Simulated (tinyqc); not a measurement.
Exact and approximate size effects: heat flow across a film from the phonon Boltzmann equation in the relaxation-time approximation. Computed by tinyqc, a small Python program. Command: `OMP_NUM_THREADS=1 python tinyqc.py 3018783 3018784 out.jsonl slabbte walk`. One thread of a shared host (Intel(R) Xeon(R) Processor @ 2.30GHz), about 0.02 s of CPU time with the checks.

Two black walls, hot at x = 0 and cold at x = L, emit phonons isotropically. For one free path Lambda, with tau = x/Lambda, tau_L = L/Lambda and phi = (T - T_cold)/Delta T, energy balance gives phi(tau) = (1/2) [E2(tau) + int_0^tau_L phi(s) E1(|tau - s|) ds]; E_n are the exponential integrals. The flux over the ballistic flux C v Delta T/4 is psi = 1 - 2 int_0^tau_L phi(s) E2(s) ds, and kappa_eff/kappa = (3/4) tau_L psi. kappa = C v Lambda/3 is an input, so at fixed kappa a longer free path means a smaller C v.

Inputs (values chosen for the exercise, modelled on silicon carbide):
```
quantity            value  unit
free path Lambda_1    180    nm
free path Lambda_2   2100    nm
share f_2 of kappa   0.25     -
free path Lambda_3  18000    nm
share f_3 of kappa   0.17     -
```

Free-path groups: three.

Method:
- Cut the film into n equal cells with constant phi, collocated at the centres c_i: the kernel integrates to A_ij = |E2(|c_i - e_j|) - E2(|c_i - e_(j+1)|)|/2 for cell edges e_j, and A_ii = 1 - E2(half a cell); solve (1 - A) phi = E2(c)/2; psi = 1 - 2 sum_j phi_j [E3(e_j) - E3(e_(j+1))].
- Each group is solved on its own with 150 and 300 cells, psi = (4 psi(300) - psi(150))/3, and weighted by its share of kappa (f_1 is what the others leave); exchange of energy between groups inside the film is left out.
- Two-flux: kappa_eff/kappa = sum f_i/(1 + 4 Lambda_i/(3 L)). Matthiessen with the thickness: sum f_i/(1 + Lambda_i/L). Ballistic limit: sum f_i 3 L/(4 Lambda_i).

Kappa_eff/kappa:
```
L (nm)  Boltzmann  two-flux  Matthiessen  ballistic limit
5.4      0.013203  0.013282     0.017585         0.013570
18       0.041554  0.042189     0.055022         0.045235
45       0.093456  0.095851      0.12167          0.11309
110       0.18650   0.19251      0.23348          0.27643
270       0.32187   0.33094      0.37899          0.67852
720       0.48255   0.49109      0.53437           1.8094
1800      0.61421   0.62145      0.65811           4.5235
4500      0.72551   0.73158      0.76215           11.309
```

The two-flux formula lies above the Boltzmann result by at most about 3.2 % (at L = 110 nm); the Matthiessen form is high by up to 33 %, since it misses the factor 3/4 of the ballistic limit. The thinnest film reaches 97 % of that limit, and the thickest, 25 Lambda_1, only 73 % of the bulk value: the long free paths keep the size effect alive far beyond Lambda_1. Rows below about 10 nm are near the phonon wavelength, where a particle picture fails.
